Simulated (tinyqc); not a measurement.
Worked calculation: sp3 tight binding, zinc-blende lattice. One step of it, computed by the program tinyqc.

Question. Bloch Hamiltonian at X. Slater-Koster rules over the four bonds with direction cosines (l, m, n): ss V_ss; s-px l V_sp; px-s -l V_sp; px-px l^2 V_pps + (1 - l^2) V_ppp; px-py l m (V_pps - V_ppp); each times exp(i k.d).

Parameters chosen for this model: zinc-blende lattice, anion at 0, cation at a/4 (1,1,1); V = eta hbar^2 / (m d^2), hbar^2/m = 7.619964 eV angstrom^2:

| parameter | value | unit |
|---|---|---|
| a | 4.460000 | angstrom |
| d | 1.931237 | angstrom |
| Es anion | -15.220000 | eV |
| Ep anion | -6.540000 | eV |
| Es cation | -15.220000 | eV |
| Ep cation | -6.540000 | eV |
| eta ss | -1.320000 |  |
| eta sp | 1.420000 |  |
| eta pp sigma | 2.220000 |  |
| eta pp pi | -0.630000 |  |
| V ss | -2.696844 | eV |
| V sp | 2.901151 | eV |
| V pp sigma | 4.535602 | eV |
| V pp pi | -1.287130 | eV |

k point X (2 pi / a): 1  0  0

Give: H(k) at X.

Answer.

H(k) at X (eV):
```
               a s          a px          a py          a pz
a s        -15.220         0.000         0.000         0.000
a px         0.000        -6.540         0.000         0.000
a py         0.000         0.000        -6.540         0.000
a pz         0.000         0.000         0.000        -6.540
c s          0.000  0.000+6.700i         0.000         0.000
c px  0.000-6.700i         0.000         0.000         0.000
c py         0.000         0.000         0.000  0.000-7.764i
c pz         0.000         0.000  0.000-7.764i         0.000

               c s          c px          c py          c pz
a s          0.000  0.000+6.700i         0.000         0.000
a px  0.000-6.700i         0.000         0.000         0.000
a py         0.000         0.000         0.000  0.000+7.764i
a pz         0.000         0.000  0.000+7.764i         0.000
c s        -15.220         0.000         0.000         0.000
c px         0.000        -6.540         0.000         0.000
c py         0.000         0.000        -6.540         0.000
c pz         0.000         0.000         0.000        -6.540
```
